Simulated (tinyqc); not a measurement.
# Energy and delay of logic against supply voltage: optimum supplies against the logic depth

One expression serves below and above threshold: I(Vg) = Ik [ln(1 + exp((Vg - VT + dd V)/(al nf Vt)))]^al, with I_on = I(V) and I_off = I(0). Gate delay td = kd C V/I_on, clock period LD td. Per gate and cycle the switching energy is act C V^2 and the leakage energy I_off V LD td. No short-circuit current, no variation. Minima are sought above 0.09 V; below a few Vt gates no longer switch and the model has no meaning.

V_min minimises the energy and V_EDP the product of energy and td.

Parameters, values chosen for the exercise; values of the order met in logic technologies: temperature T = 300 K; threshold voltage at zero drain bias VT = 0.33 V; slope factor nf = 1.15; barrier lowering per volt of supply dd = 0.07; specific current of a gate Ik = 1.6 uA; exponent of the current law al = 1.44; load capacitance of a gate C = 0.47 fF; delay factor kd = 0.9; activity factor act = 0.02.

Constants: q = 1.602176634e-19 C, kB = 1.380649e-23 J/K, Vt = kB T/q. Results are converted to the units shown.

Result of one run:

| LD | V_min (V) | energy at V_min (aJ) | leakage share (%) | clock at V_min (MHz) | V_EDP (V) | clock at V_EDP (GHz) |
|---|---|---|---|---|---|---|
| 12 | 0.2157 | 0.6159 | 28.98 | 48.55 | 0.5932 | 8.970 |

What becomes of these results when the logic depth LD is changed from 12 to 30, all else the same?

Result of the changed run:

| LD | V_min (V) | energy at V_min (aJ) | leakage share (%) | clock at V_min (MHz) | V_EDP (V) | clock at V_EDP (GHz) |
|---|---|---|---|---|---|---|
| 30 | 0.2489 | 0.7933 | 26.60 | 51.22 | 0.5940 | 3.598 |

The whole series:

| LD | V_min (V) | energy at V_min (aJ) | leakage share (%) | clock at V_min (MHz) | V_EDP (V) | clock at V_EDP (GHz) |
|---|---|---|---|---|---|---|
| 5 | 0.1825 | 0.4697 | 33.31 | 43.34 | 0.5928 | 21.50 |
| 8 | 0.2006 | 0.5458 | 30.69 | 46.42 | 0.5930 | 13.45 |
| 12 | 0.2157 | 0.6159 | 28.98 | 48.55 | 0.5932 | 8.970 |
| 20 | 0.2343 | 0.7111 | 27.41 | 50.45 | 0.5935 | 5.389 |
| 30 | 0.2489 | 0.7933 | 26.60 | 51.22 | 0.5940 | 3.598 |
| 50 | 0.2671 | 0.9074 | 26.12 | 51.08 | 0.5950 | 2.166 |
| 80 | 0.2838 | 1.026 | 26.23 | 49.71 | 0.5963 | 1.360 |
| 150 | 0.3063 | 1.213 | 27.31 | 45.96 | 0.5995 | 0.7328 |

As LD goes from 5 to 150, V_min rises from 0.183 to 0.306 V, the energy there rises from 0.470 to 1.21 aJ, the clock there goes from 43.3 through a maximum of 51.2 (at LD = 30 among the rows listed) to 46.0 MHz and V_EDP rises from 0.593 to 0.599 V. act and LD enter V_min only through the ratio act/LD.

Numbers from tinyqc (`OMP_NUM_THREADS=1 python tinyqc.py 2082119 2082120 out.jsonl`; about 0.01 s on one thread of a shared Intel Xeon 2.30GHz).
